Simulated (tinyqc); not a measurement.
The diagram with and without ligand: potential-pH (Pourbaix) lines of a metal, its cation, its oxide and an oxyanion, with a complexing ligand. Computed by tinyqc, a small Python program. Command: `OMP_NUM_THREADS=1 python tinyqc.py 3025921 3025922 out.jsonl pourb walk`. One thread of a shared host (Intel(R) Xeon(R) Processor @ 2.30GHz), about 0.02 s of CPU time with the checks.

Potentials are against the standard hydrogen electrode; solids and water have unit activity; dG_f of M, H+ and the electron is zero; F = e N_A and s = R T ln(10)/F. The cation carries z = 2.

Inputs (values chosen for the exercise, modelled on zinc):

| quantity | value | unit |
|---|---|---|
| dG_f of the cation | -145.4 | kJ/mol |
| dG_f of the oxide | -320.26 | kJ/mol |
| dG_f of the oxyanion | -386.95 | kJ/mol |
| dG_f of water | -237.14 | kJ/mol |
| temperature T | 298.15 | K |
| log10 of the dissolved activity a | -5 | - |
| log10 of the stability constant beta of ML | 7.3 | - |
| pKa of HL | 5.1 | - |
| total ligand c_L | 0.04 | mol/L |

Species: M, M2+, MO, MO2(2-).

Constants: R = 8.314462618 J/(mol K); e = 1.602176634e-19 C; N_A = 6.02214076e+23 1/mol.

Method. M2+ + 2e = M; MO + 2H+ + 2e = M + H2O; MO2(2-) + 4H+ + 2e = M + 2H2O. For each, E0 = -dG/(z F), and E = E0 + (s/z) log10 a - (s n_H/z) pH, with no activity term for the oxide. The free ligand is c_L/(1 + 10^(pKa - pH)) (ligand in excess); dissolved metal is a in all, so the free cation is a/alpha, alpha = 1 + beta [L]; the cation line drops by (s/z) log10 alpha.

E0 (V): cation -0.753482, oxide -0.430739, oxyanion 0.452556

s = 0.0591593 V

Lines against the metal (V); the species with the lowest line is stable above it:

| pH | cation | oxide | oxyanion | stable above | cation with ligand | stable above, ligand |
|---|---|---|---|---|---|---|
| 0 | -0.90138 | -0.4307 | 0.3047 | cation | -0.9270 | dissolved |
| 2 | -0.90138 | -0.5491 | 0.0680 | cation | -0.9843 | dissolved |
| 4 | -0.90138 | -0.6674 | -0.1686 | cation | -1.0424 | dissolved |
| 5 | -0.90138 | -0.7265 | -0.2869 | cation | -1.0655 | dissolved |
| 6 | -0.90138 | -0.7857 | -0.4053 | cation | -1.0744 | dissolved |
| 7 | -0.90138 | -0.8449 | -0.5236 | cation | -1.0758 | dissolved |
| 8 | -0.90138 | -0.9040 | -0.6419 | oxide | -1.0759 | dissolved |
| 9 | -0.90138 | -0.9632 | -0.7602 | oxide | -1.0760 | dissolved |
| 10 | -0.90138 | -1.0223 | -0.8785 | oxide | -1.0760 | dissolved |
| 12 | -0.90138 | -1.1407 | -1.1152 | oxide | -1.0760 | oxide |
| 14 | -0.90138 | -1.2590 | -1.3518 | oxyanion | -1.0760 | oxyanion |

What follows from these numbers?

Without ligand the oxide holds 4 of the eleven rows (pH 8 to 12), with it 1 (pH 12). The ligand acts once beta [L] exceeds 1, from pH = pKa - log10(beta c_L) = -0.8 on, that is in all rows; its line then falls by at most s/z per pH unit and flattens beyond pKa, 0.175 V below the free cation at most. The oxide line falls faster, by s per pH unit, so the oxide takes over again at higher pH.

Extremes, crossings and ranges named in words are read from the listed rows.
